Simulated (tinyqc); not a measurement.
# Switching kinetics of a ferroelectric film and the memory window of a ferroelectric gate stack, step by step

A worked calculation. Computed by tinyqc, a small Python program that keeps every step. Command: `OMP_NUM_THREADS=1 python tinyqc.py 3000194 3000195 out.jsonl feswitch walk`. One thread of a shared host (Intel(R) Xeon(R) Processor @ 2.30GHz), about 0.01 s of CPU time with the checks. Intermediate numbers are printed to about 6 digits and carried at full precision; extremes and crossings named in words are read from the listed rows.

Fields in MV/cm; 1 microcoulomb/cm^2 over eps_0 is 11.29409 MV/cm. In the stack (metal, ferroelectric, interlayer, channel) the channel is taken as a conductor.

Inputs (values chosen for the exercise, for a model film):
```
quantity                                   value               unit
saturation polarisation P_s                   39  microcoulomb/cm^2
ratio P_r/P_s                               0.78                  -
coercive field E_c                           1.4              MV/cm
permittivity of the ferroelectric eps_F       21                  -
thickness t_F                                 23                 nm
permittivity of the interlayer eps_I         3.9                  -
interlayer thickness t_I                    0.54                 nm
share s of P screened by trapped charge     0.64                  -
pulse height V                                 4                  V
time constant t_inf                      1.3e-09                  s
activation field E_a                         4.5              MV/cm
Merz exponent alpha                            2                  -
dimension n                                    2                  -
half width w of log10 t                      0.5                  -
pulse length t_p                         1.5e-05                  s
breakdown field of the interlayer             11              MV/cm
```

Kinetics: Kolmogorov-Avrami-Ishibashi (KAI).

## The hysteresis loop

Saturated branches: P(E) = P_s tanh[(E -/+ E_c)/(2 delta)], delta = E_c/ln[(1 + P_r/P_s)/(1 - P_r/P_s)]; D = P + eps_0 eps_F E.

delta = 0.669619 MV/cm

P on both branches (microcoulomb/cm^2) at E/E_c = -3, -2, -1, -0.5, 0, 0.5, 1, 1.5, 2, 3:
```
E (MV/cm)  rising branch  falling branch
-4.2            -38.9818        -37.8264
-2.8            -38.8530        -30.4200
-1.4            -37.8264          0.0000
-0.7            -35.7519         18.7110
0.0             -30.4200         30.4200
0.7             -18.7110         35.7519
1.4               0.0000         37.8264
2.1              18.7110         38.5833
2.8              30.4200         38.8530
4.2              37.8264         38.9818
```

peak differential permittivity eps_F + P_s/(2 delta eps_0) = 349.896

## Memory window

At threshold the channel charge is negligible, so D = 0 on each branch: (1 - s) P(E) + eps_0 eps_F E = 0, with the screened share s. The rising branch has the root E0 between 0 and E_c; window = 2 E0 t_F; its upper bound is 2 E_c t_F.

field E0 = 1.18760 MV/cm

memory window = 5.46297 V

bound 2 E_c t_F = 6.44 V

fixed-charge estimate 2 (1 - s) P_r t_F/(eps_0 eps_F) = 27.0927 V

Charge and coercive field both limit the window.

## Fields in the stack

Series stack: V = E_F t_F + E_I t_I and eps_I E_I = eps_F E_F + (1 - s) P/eps_0. Before switching P = -P_r, after it P = +P_s; in retention V = 0 and P = +P_r.

E_F before switching = 2.20496 MV/cm

E_F after switching = 0.696484 MV/cm

E_I after switching = 44.4090 MV/cm

depolarising field in retention = 0.661018 MV/cm

depolarising field over E_c = 0.472156

The interlayer field exceeds its breakdown field. E_F ends below E_c, so the film settles on a minor loop. Caution: the interlayer field exceeds its breakdown field, so charge injection would change the fields. Caution: E_F after switching lies below E_c, so switching stalls before P_s and that state is not reached.

## Switched share after the pulse

Merz's law: t1 = t_inf exp[(E_a/E)^alpha] at the mean of the fields before and after switching. KAI: switched share = 1 - exp[-(t/t1)^n].

mean field = 1.45072 MV/cm

switching time t1 = 1.96173e-05 s

switched share = 0.442707

t_p is 0.76 t1. A field higher by 10 % would shorten t1 by a factor 5.3. Caution: the field changes much during switching, so one mean field is a crude stand-in.

## KAI against NLS in time

KAI: 1 - exp[-(t/t1)^n]. NLS: the same kernel averaged over the Lorentzian F = (1/pi) w/[(z - log10 t1)^2 + w^2] in z = log10 tau.

Switched share:
```
log10(t/t1)      KAI       NLS
-3.0         0.00000  0.055394
-2.0         0.00010  0.085146
-1.0         0.00995  0.178806
-0.5         0.09516  0.316359
-0.2         0.32841  0.454011
0.0          0.63212  0.559643
0.2          0.91888  0.658751
0.5          0.99995  0.768936
1.0          1.00000  0.861438
2.0          1.00000  0.925391
3.0          1.00000  0.949145
```

KAI goes from 10 to 90 % within 0.67 decades of time; a Lorentzian of this width needs about 2 w tan(0.4 pi) = 3.1 decades. Three decades after t1, 5.1 % of the NLS film has not switched, and three decades before it 5.5 % already has: the tails set write margins and disturb errors.

## Interlayer thickness

Series stack: V = E_F t_F + E_I t_I and eps_I E_I = eps_F E_F + (1 - s) P/eps_0. E_I is for P = +P_s at the pulse height, the depolarising field for P = +P_r at V = 0; V needed puts E_F = 1.5 E_c after switching.

Stack against t_I:
```
t_I (nm)  E_F after (MV/cm)  E_I (MV/cm)  depolarising field / E_c  V needed (V)
0.3                 1.12947      46.7405                   0.27608        6.3890
0.5                 0.76562      44.7813                   0.44085        7.4283
0.8                 0.27366      42.1323                   0.66363        8.9873
1.2                -0.29837      39.0521                   0.92267       11.0660
1.6                -0.79246      36.3916                   1.14641       13.1446
2.0                -1.22352      34.0705                   1.34162       15.2233
3.0                -2.09369      29.3850                   1.73567       20.4199
```

Each nanometre of interlayer costs 5.20 V, against 0.21 V for a nanometre of ferroelectric. The depolarising field grows from 0.28 to 1.74 E_c. At E_F = 1.5 E_c the interlayer carries (1.5 eps_F E_c + (1 - s) P_s/eps_0)/eps_I = 52.0 MV/cm whatever its thickness, above its breakdown field of 11 MV/cm, so the voltages in the last column could not be applied without breakdown. Caution: rows with E_I above the breakdown field of the interlayer cannot be reached without charge injection. Caution: where E_F after switching is below E_c the switching stalls before P_s, and where the depolarising field exceeds E_c the state switches back, so those rows describe states that are not held.

Checks made by the program: the remanence (relative difference below 1e-10).
